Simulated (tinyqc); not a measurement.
Comparisons within one model: propagation of a band-gap error through k.p and effective-mass formulas. A value that a table varies takes the place of the one given here.

Chain, for a gap E (the reference Eg or another value), with Ep and Dso kept: 1/me = 1 + Ep (E + 2 Dso/3)/(E (E + Dso)); g* = 2 - 2 Ep Dso/(3 E (E + Dso)); g1(E) = g1 + (Ep/3)(1/E - 1/Eg), g2(E) = g2 + (Ep/6)(1/E - 1/Eg), light hole 1/(g1 + 2 g2), heavy hole 1/(g1 - 2 g2) along [100]; optical constant ei(E) = 1 + (ei - 1)(EP/(EP + E - Eg))^2, static e0(E) = ei(E) + e0 - ei.

Donor: R = Ry me/e0^2, a_B = a0 e0/me, Mott density (0.26/a_B)^3. Nc, Nv = 2 (m kT/(4 pi c))^(3/2), c = hbar^2/2m0, ni = sqrt(Nc Nv) exp(-E/2kT). Exciton: Ry mu/e0^2 with 1/mu = 1/me + g1(E). 1 angstrom^-3 = 1e24 cm^-3.

Constants: Ry = 13.60569312 eV; a0 (Bohr radius) = 0.5291772105 angstrom; kB = 8.617333262e-05 eV/K; hbar^2/2m0 = 3.80998211 eV angstrom^2.

Values chosen for the exercise (reference values near those of GaSb, gap at low temperature; not measured data):
- Eg = 0.806 eV (gap at Gamma to the s-like level)
- Dso = 0.774 eV (spin-orbit splitting)
- Ep = 26.5 eV (Kane energy)
- g1 = 13.39 (Luttinger gamma1)
- g2 = 4.72 (gamma2)
- e0 = 15.77 (static dielectric constant)
- ei = 14.6 (optical dielectric constant)
- EP = 3.94 eV (mean (Penn) gap)
- mh = 0.5 m0 (density-of-states mass of the holes)
- T = 77 K (temperature)
- Eg2 = 0.33 eV (a wrong gap)

## The size of the error

E = f Eg; ratios against f = 1.

Results:

| f | E (eV) | me ratio | light-hole ratio | e0 ratio | donor ratio | Mott ratio | g* | log10 ni ratio |
|---|---|---|---|---|---|---|---|---|
| 0.25 | 0.202 | 0.292 | 0.258 | 1.341 | 0.162 | 0.0103 | -67.565 | 19.38 |
| 0.40 | 0.322 | 0.446 | 0.410 | 1.258 | 0.282 | 0.0447 | -36.684 | 15.56 |
| 0.60 | 0.484 | 0.640 | 0.610 | 1.161 | 0.475 | 0.168 | -20.484 | 10.41 |
| 0.80 | 0.645 | 0.823 | 0.806 | 1.075 | 0.712 | 0.449 | -12.947 | 5.21 |
| 1.00 | 0.806 | 1.000 | 1.000 | 1.000 | 1.000 | 1.00 | -8.738 | 0.00 |
| 1.20 | 0.967 | 1.171 | 1.190 | 0.934 | 1.344 | 1.98 | -6.120 | -5.22 |
| 1.50 | 1.209 | 1.421 | 1.471 | 0.847 | 1.979 | 4.71 | -3.704 | -13.07 |
| 2.00 | 1.612 | 1.820 | 1.923 | 0.732 | 3.398 | 15.4 | -1.555 | -26.18 |

Between f = 0.8 and 1.2 the mean powers d ln(ratio)/d ln f are 0.87 for me, 0.96 for the light hole, -0.35 for e0, 1.57 for the donor energy and 3.65 for the Mott density; ni moves by -3.24 decades per 0.1 eV, against -0.1 eV/(2 kT ln 10) = -3.27 from the exponential alone, the rest coming from Nc through me^(3/4). g* keeps its sign, from -67.57 to -1.56.

## What each input does

All at E = Eg2. Each row changes one parameter from the base and keeps the others.

Results:

| case | me (m0) | light hole (m0) | e0 | donor (meV) | exciton (meV) | log10 ni |
|---|---|---|---|---|---|---|
| base | 0.0160 | 0.0184 | 19.76 | 0.557 | 0.380 | 6.141 |
| Eg2 = 0.356 eV | 0.0171 | 0.0198 | 19.50 | 0.612 | 0.417 | 5.312 |
| Dso = 0.712 eV | 0.0159 | 0.0184 | 19.76 | 0.553 | 0.378 | 6.139 |
| Ep = 28.62 eV | 0.0148 | 0.0176 | 19.76 | 0.516 | 0.356 | 6.117 |
| g1 = 14.461 | 0.0160 | 0.0180 | 19.76 | 0.557 | 0.375 | 6.141 |
| EP = 3.625 eV | 0.0160 | 0.0184 | 20.19 | 0.534 | 0.364 | 6.141 |
| ei = 15.768 | 0.0160 | 0.0184 | 20.11 | 0.538 | 0.367 | 6.141 |
| mh = 0.46 m0 | 0.0160 | 0.0184 | 19.76 | 0.557 | 0.380 | 6.114 |
| T = 83.16 K | 0.0160 | 0.0184 | 19.76 | 0.557 | 0.380 | 6.991 |

The largest shifts from the base row, up to three for each result and ties (the steps differ in size, so this ranks the rows, not the parameters). me (m0): Ep -0.0012, Eg2 +0.0011, Dso -0.0001; unchanged at the printed digits by g1, EP, ei, mh and T. light hole (m0): Eg2 +0.0014, Ep -0.0008, g1 -0.0004; unchanged at the printed digits by Dso, EP, ei, mh and T. e0: EP +0.43, ei +0.34, Eg2 -0.26; unchanged at the printed digits by Dso, Ep, g1, mh and T. donor (meV): Eg2 +0.055, Ep -0.041, EP -0.023; unchanged at the printed digits by g1, mh and T. exciton (meV): Eg2 +0.038, Ep -0.024, EP -0.016; unchanged at the printed digits by mh and T. log10 ni: T +0.850, Eg2 -0.829, mh -0.027; unchanged at the printed digits by g1, EP and ei.

tinyqc: `OMP_NUM_THREADS=1 python tinyqc.py 1851214 1851215 out.jsonl`; about 0.01 s, one thread, shared Intel(R) Xeon(R) Processor @ 2.30GHz.
